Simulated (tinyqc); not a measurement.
Sharpness of the interface: valley splitting of a silicon quantum well in envelope theory.

The well lies at 0 < z < L; U(z) = V0 [1/(1 + exp(z/w)) + 1/(1 + exp((L - z)/w))] - e F z, 1 mV/nm = 1e-4 eV/angstrom. The envelope psi solves -(c/ml) psi'' + U psi = E psi, c = hbar^2/2m0, by three-point differences on a grid of 0.1 angstrom from -40 to L + 40 angstrom. The two valleys at +/- k0 couple through D = C0 times the integral of exp(-i q z) U(z) psi^2, q = 2 k0 (2 pi/a), and split by Ev = 2|D|.

Random alloy: with Y(z) = Yw + (Yb - Yw) B(z), B the bracket in U, and in-plane density exp(-r^2/ad^2)/(pi ad^2), D gains a random complex part of variance sigma^2 = (C0^2/pi)(a^2 V0/(8 ad (Yb - Yw)))^2 (4/a) times the integral of psi^4 Y (1 - Y). Alone it gives a mean splitting sqrt(pi) sigma; together with the smooth part the rms splitting is 2 sqrt(|D|^2 + sigma^2).

Constants: hbar^2/2m0 = 3.80998211 eV angstrom^2.

Inputs chosen for the exercise (near those of a strained Si well in SiGe; not measured data): L = 30 angstrom (well width); V0 = 0.16 eV (conduction offset); ml = 0.919 m0 (mass along z); F = 10.9 mV/nm (field pressing towards the upper interface); k0 = 0.849 2 pi/a (valley position); a = 5.431 angstrom (lattice constant); C0 = 0.241 (Bloch overlap factor); Yb = 0.24 (Ge share of the barrier); Yw = 0 (Ge share of the well); ad = 150 angstrom (dot radius); ws = (0.3, 0.6, 1, 1.5, 2, 2.7, 4.4) angstrom (interface widths).

The smooth part 2|D| and the disorder part against w, beside y/sinh(y) with y = pi q w. The 12 to 88 % width of the step is 4w.

Results:
```
w (angstrom),4w (angstrom),2|D| (micro-eV),y/sinh(y),sqrt(pi) sigma (micro-eV)
0.3,1.2,303.08,0.60,23.2
0.6,2.4,75.05,0.18,25.9
1.0,4.0,7.73,0.026,31.0
1.5,6.0,0.79,0.0018,39.5
2.0,8.0,0.09,0.00011,50.0
2.7,10.8,0.00,1.9e-06,66.7
4.4,17.6,0.00,8.7e-11,108.2
```

What does the comparison show?

The smooth part needs a Fourier component of U psi^2 at a wavelength of 3.20 angstrom; from the first row to the third it falls by a factor 39.2, while y/sinh(y) falls by 23.1 (the envelope near the step and the phase between the two interfaces change too). The disorder part goes from 23.2 to 108.2 micro-eV, growing as the electron overlaps more alloy. It takes over between w = 0.6 and 1 angstrom, that is a step 2.4 to 4.0 angstrom wide, with 1.36 angstrom to an atomic layer.

tinyqc: `OMP_NUM_THREADS=1 python tinyqc.py 1251827 1251828 out.jsonl`; about 0.09 s, one thread, shared Intel(R) Xeon(R) Processor @ 2.30GHz.
